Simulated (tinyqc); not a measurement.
Inside a calculation. Method: Pariser-Parr-Pople SCF with singles CI, for the molecule O=c1cccccc1 (SMILES; centres numbered as the heavy atoms are written). One step of it, computed by the program tinyqc.

Problem. Iteration 2: Fock matrix. F_rr = H_rr + P_rr gamma_rr / 2 + sum_(s != r) P_ss gamma_rs; F_rs = H_rs - P_rs gamma_rs / 2; E = tr P (H + F) / 2 + core repulsion sum_(r<s) z_r z_s gamma_rs.

P after iteration 1, order 1O, 2C, 3C, 4C, 5C, 6C, 7C, 8C:
$$\begin{pmatrix}
1.491231 & 0.735502 & -0.145173 & -0.249197 & 0.160280 & 0.160280 & -0.249197 & -0.145173 \\
0.735502 & 0.806669 & 0.428074 & 0.110499 & -0.123984 & -0.123984 & 0.110499 & 0.428074 \\
-0.145173 & 0.428074 & 0.927072 & 0.781025 & 0.052289 & -0.322311 & -0.085149 & 0.257855 \\
-0.249197 & 0.110499 & 0.781025 & 0.958862 & 0.527808 & 0.042960 & -0.162236 & -0.085149 \\
0.160280 & -0.123984 & 0.052289 & 0.527808 & 0.965116 & 0.755431 & 0.042960 & -0.322311 \\
0.160280 & -0.123984 & -0.322311 & 0.042960 & 0.755431 & 0.965116 & 0.527808 & 0.052289 \\
-0.249197 & 0.110499 & -0.085149 & -0.162236 & 0.042960 & 0.527808 & 0.958862 & 0.781025 \\
-0.145173 & 0.428074 & 0.257855 & -0.085149 & -0.322311 & 0.052289 & 0.781025 & 0.927072
\end{pmatrix}$$

core matrix H (eV), order 1O, 2C, 3C, 4C, 5C, 6C, 7C, 8C:
$$\begin{pmatrix}
-50.449045 & -2.510000 & 0.000000 & 0.000000 & 0.000000 & 0.000000 & 0.000000 & 0.000000 \\
-2.510000 & -52.996033 & -2.390000 & 0.000000 & 0.000000 & 0.000000 & 0.000000 & -2.390000 \\
0.000000 & -2.390000 & -50.409574 & -2.390000 & 0.000000 & 0.000000 & 0.000000 & 0.000000 \\
0.000000 & 0.000000 & -2.390000 & -48.604356 & -2.390000 & 0.000000 & 0.000000 & 0.000000 \\
0.000000 & 0.000000 & 0.000000 & -2.390000 & -47.990711 & -2.390000 & 0.000000 & 0.000000 \\
0.000000 & 0.000000 & 0.000000 & 0.000000 & -2.390000 & -47.990711 & -2.390000 & 0.000000 \\
0.000000 & 0.000000 & 0.000000 & 0.000000 & 0.000000 & -2.390000 & -48.604356 & -2.390000 \\
0.000000 & -2.390000 & 0.000000 & 0.000000 & 0.000000 & 0.000000 & -2.390000 & -50.409574
\end{pmatrix}$$

repulsion gamma_rs (eV), order 1O, 2C, 3C, 4C, 5C, 6C, 7C, 8C:
$$\begin{pmatrix}
15.200000 & 8.105103 & 5.514497 & 3.712060 & 3.095413 & 3.095413 & 3.712060 & 5.514497 \\
8.105103 & 11.130000 & 7.554085 & 5.078081 & 4.233299 & 4.233299 & 5.078081 & 7.554085 \\
5.514497 & 7.554085 & 11.130000 & 7.553271 & 5.079867 & 4.234084 & 4.233612 & 5.080158 \\
3.712060 & 5.078081 & 7.553271 & 11.130000 & 7.554938 & 5.079247 & 4.233148 & 4.233612 \\
3.095413 & 4.233299 & 5.079867 & 7.554938 & 11.130000 & 7.553862 & 5.079247 & 4.234084 \\
3.095413 & 4.233299 & 4.234084 & 5.079247 & 7.553862 & 11.130000 & 7.554938 & 5.079867 \\
3.712060 & 5.078081 & 4.233612 & 4.233148 & 5.079247 & 7.554938 & 11.130000 & 7.553271 \\
5.514497 & 7.554085 & 5.080158 & 4.233612 & 4.234084 & 5.079867 & 7.553271 & 11.130000
\end{pmatrix}$$

Centres (angstrom, eV; a flat drawing with bonds scaled to 1.40 angstrom):
```
centre          x          y  core charge z          W   gamma_rr
1O       2.637000   0.000000              1  17.700000  15.200000
2C       1.237000   0.000000              1  11.160000  11.130000
3C       0.629000   1.261000              1  11.160000  11.130000
4C      -0.736000   1.573000              1  11.160000  11.130000
5C      -1.830000   0.700000              1  11.160000  11.130000
6C      -1.830000  -0.700000              1  11.160000  11.130000
7C      -0.736000  -1.573000              1  11.160000  11.130000
8C       0.629000  -1.261000              1  11.160000  11.130000
```

Give: F; pi energy.

Solution.

F (eV), order 1O, 2C, 3C, 4C, 5C, 6C, 7C, 8C:
$$\begin{pmatrix}
-9.2593 & -5.4907 & 0.4003 & 0.4625 & -0.2481 & -0.2481 & 0.4625 & 0.4003 \\
-5.4907 & -4.5044 & -4.0069 & -0.2806 & 0.2624 & 0.2624 & -0.2806 & -4.0069 \\
0.4003 & -4.0069 & -5.9327 & -5.3396 & -0.1328 & 0.6823 & 0.1802 & -0.6550 \\
0.4625 & -0.2806 & -5.3396 & -6.4567 & -4.3838 & -0.1091 & 0.3434 & 0.1802 \\
-0.2481 & 0.2624 & -0.1328 & -4.3838 & -6.5495 & -5.2432 & -0.1091 & 0.6823 \\
-0.2481 & 0.2624 & 0.6823 & -0.1091 & -5.2432 & -6.5495 & -4.3838 & -0.1328 \\
0.4625 & -0.2806 & 0.1802 & 0.3434 & -0.1091 & -4.3838 & -6.4567 & -5.3396 \\
0.4003 & -4.0069 & -0.6550 & 0.1802 & 0.6823 & -0.1328 & -5.3396 & -5.9327
\end{pmatrix}$$

pi energy = -112.1849 eV
